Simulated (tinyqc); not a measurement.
Rutherford backscattering from a thin compound film on silicon: kinematics, yields, composition and thickness: one step, computed by the program tinyqc.

Singly charged helium ions (Z1 = 2, M1 = 4.0026 u) enter at the tilt angle a1 to the normal and leave at a2 = |180 - theta - tilt| in the same plane. The film is A B_x.

Problem. Peak widths (surface approximation). Stopping per atom eps(E) = eps(2 MeV) (E/2 MeV)^(-0.4) (a law chosen for the exercise); Bragg rule eps_film = (eps_A + x eps_B)/(1 + x); areal density N d, with 1/nm^2 = 0.1 x 1e15/cm^2. Width of the signal of element i: [K_i eps(E0)/cos a1 + eps(K_i E0)/cos a2] N d; depth resolution = resolution x d/width of A; energy lost on the way in = eps(E0) N d/cos a1.

Inputs (values chosen for the exercise, modelled on a helium beam on TaN):
```
quantity,value,unit
beam energy E0,1.6,MeV
scattering angle theta,165,degrees
tilt of the sample,30,degrees
heavy element: stopping eps_A at 2 MeV,108,1e-15 eV cm^2
light element: stopping eps_B at 2 MeV,35.2,1e-15 eV cm^2
"atoms of B per atom of A, x",1.06,-
atomic density of the film,88,1/nm^3
film thickness d,85,nm
detector resolution (FWHM),14,keV
```

kinematic factors: A 0.9166673, B 0.3144684, Si 0.5688382

Give: areal density N d; film stopping at E0; widths; depth resolution; energy lost on the way in.

Solution.

areal density N d = 748 1e15 atoms/cm^2

film stopping at E0 = 77.126 1e-15 eV cm^2

widths (keV): A 122.90, B 115.82

depth resolution = 9.6824 nm

energy lost on the way in = 66.615 keV

The signal of A spans 8.8 resolution widths, so its width measures the thickness. Caution: the ions scattered from B leave near or below the stopping maximum (some 0.6 to 0.8 MeV), where the power law chosen here overstates the stopping and the width of B.
